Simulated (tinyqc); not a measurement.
# All-pass ring resonator: effects of single changes

A ring of length L = 2 pi Rr coupled to one bus waveguide: round-trip amplitude a = 10^(-al L/20), self-coupling t = sqrt(1 - k2). At detuning d from the resonance the round-trip phase is p = 2 pi d/FSR and the transmission T = (a^2 - 2 a t cos p + t^2)/(1 - 2 a t cos p + a^2 t^2). Lossless coupler, linear absorption only.

Values chosen for this exercise; values close to those of silicon nitride waveguides: cold resonance wavelength lam = 1310 nm; ring radius Rr = 50 um; group index ng = 2.08; propagation loss al = 1.1 dB/cm; power coupling k2 = 0.025; thermo-optic change of the effective index dT = 2.6e-5 1/K; thermal resistance Rt = 2.7 K/mW; share of the loss that heats the ring fa = 0.81; input power Pin = 1.1 mW.

Constants: c = 299792458 m/s. Results are converted to the units shown.

Each table varies one quantity; the others keep the values above.

## Effect of the ring radius

FSR = lam^2/(ng L), finesse F = pi sqrt(a t)/(1 - a t), FWHM = FSR/F, Q = lam/FWHM, Tmin = (a - t)^2/(1 - a t)^2, power build-up k2 a^2/(1 - a t)^2, optical bandwidth c/(lam Q).

The same in every row: t = 0.98742.

Effect of the ring radius:
```
Rr (um),a,Q,Tmin,build-up,bandwidth (GHz)
17,0.99865,38026,0.65111,128.79,6.0183
27,0.99785,57148,0.50383,115.22,4.0045
44,0.99650,85335,0.32113,96.610,2.6818
71,0.99437,1.2154e5,0.14657,75.105,1.8829
110,0.99129,1.6101e5,0.033277,54.741,1.4213
190,0.98500,2.1437e5,0.0078406,32.319,1.0675
300,0.97641,2.5737e5,0.094202,18.523,0.88917
```

Read the table: what changes, and by how much?

As Rr goes from 17 to 300 um, Q rises from 38000 to 2.57e5, Tmin goes from 0.651 through a minimum of 0.00784 (at Rr = 190 um among the rows listed) to 0.0942 and the build-up falls from 129 to 18.5. The ring is overcoupled (t < a) in 5 of the 7 rows; the dip is deepest where t and a cross. Bend loss, which grows for small rings, is left out.

## Effect of the power coupling

Same model as above.

The same in every row: a = 0.9960.

Result of one run:
```
k2,t,Q,Tmin,build-up,bandwidth (GHz)
0.0084,0.9958,1.912e5,8.514e-4,125.1,1.197
```

What becomes of these results when the power coupling k2 is changed from 0.0084 to 0.042, all else the same?

Result of the changed run:
```
k2,t,Q,Tmin,build-up,bandwidth (GHz)
0.042,0.9788,6.162e4,0.4721,66.08,3.714
```

The whole series:
```
k2,t,Q,Tmin,build-up,bandwidth (GHz)
0.00099,0.9995,3.503e5,0.6062,49.29,0.6533
0.0017,0.9991,3.245e5,0.4195,72.66,0.7052
0.0029,0.9985,2.886e5,0.2164,98.08,0.7931
0.0049,0.9975,2.435e5,0.05599,118.2,0.9397
0.0084,0.9958,1.912e5,8.514e-4,125.1,1.197
0.014,0.9930,1.421e5,0.07754,115.5,1.610
0.024,0.9879,9.718e4,0.2566,93.06,2.355
0.042,0.9788,6.162e4,0.4721,66.08,3.714
0.071,0.9638,3.840e4,0.6480,44.07,5.959
```

As k2 goes from 0.00099 to 0.071, Q falls from 3.50e5 to 38400, Tmin goes from 0.606 through a minimum of 8.51e-4 (at k2 = 0.0084 among the rows listed) to 0.648 and the build-up goes from 49.3 through a maximum of 125 (at k2 = 0.0084 among the rows listed) to 44.1. The ring is overcoupled (t < a) in 5 of the 9 rows; the dip is deepest where t and a cross.

## Line shape, cold and heated

FSR = lam^2/(ng L). The lost power (1 - T) Pin heats the ring by Rt fa (1 - T) Pin and shifts the resonance to longer wavelength by s = (lam dT/ng) times that rise; d = dl - s. The hot columns give T for the smallest and the largest self-consistent shift.

Line shape, cold and heated:
```
dl (pm),"T, cold",roots,smallest s (pm),T there,largest s (pm),T there 
-21,0.9281,1,2.338,0.9406,2.338,0.9406
-11,0.7922,1,4.702,0.8806,4.702,0.8806
-5.6,0.5585,1,6.833,0.8266,6.833,0.8266
0,0.2722,1,9.714,0.7534,9.714,0.7534
4.2,0.4667,1,12.25,0.6890,12.25,0.6890
8.3,0.6998,1,14.96,0.6203,14.96,0.6203
13,0.8381,1,18.25,0.5366,18.25,0.5366
18,0.9055,1,21.88,0.4447,21.88,0.4447
25,0.9477,3,2.501,0.9365,26.82,0.3191
35,0.9723,1,1.162,0.9705,1.162,0.9705
```

The cold line has FWHM = 13.9 pm and its dip at dl = 0; heated, the deepest listed dip lies at dl = 25 pm, and the largest possible shift is 28.7 pm, 2.1 FWHM. 1 row(s) have three roots: there the ring is bistable.

Numbers from tinyqc (`OMP_NUM_THREADS=1 python tinyqc.py 2650128 2650129 out.jsonl`; about 0.01 s on one thread of a shared Intel Xeon 2.30GHz).
